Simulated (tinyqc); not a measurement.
Single-domain magnet: Stoner-Wohlfarth switching, Neel-Arrhenius retention, LLG dynamics and spin torque: one step, computed by the program tinyqc. Command: `OMP_NUM_THREADS=1 python tinyqc.py 3023848 3023849 out.jsonl macro walk`. One thread of a shared host (Intel(R) Xeon(R) Processor @ 2.30GHz), about 0.03 s of CPU time with the checks.

The moment is uniform, with unit vector m; z is the easy axis. mu_0 = 1.25663706212e-6 T m/A, gamma = 1.76085963023e11 rad/(s T).

Problem. Exact time to the equator. The polar equation dm_z/dt = -(1 - m_z^2)(i - m_z)/tau_D, i = I/I_c0, integrates to t = tau_D [F(cos theta_0) - F(0)], F(z) = -ln(1 - z)/(2 (i - 1)) + ln(1 + z)/(2 (i + 1)) + ln(i - z)/(i^2 - 1), theta_0 = 1/sqrt(2 Delta).

Inputs (values chosen for the exercise, for a model magnet): temperature T = 358 K; drive I/I_c0 = 3.2.

Shape: thin disc, easy axis normal to it.

stability factor Delta = 61.76086

tau_D = 0.8475168 ns

Give: time to m_z = 0.

Solution.

time to m_z = 0 = 1.097 ns

Caution: a flat cylinder has a smaller N_z than the spheroid of the same t/d, so K_eff of a real disc is larger.
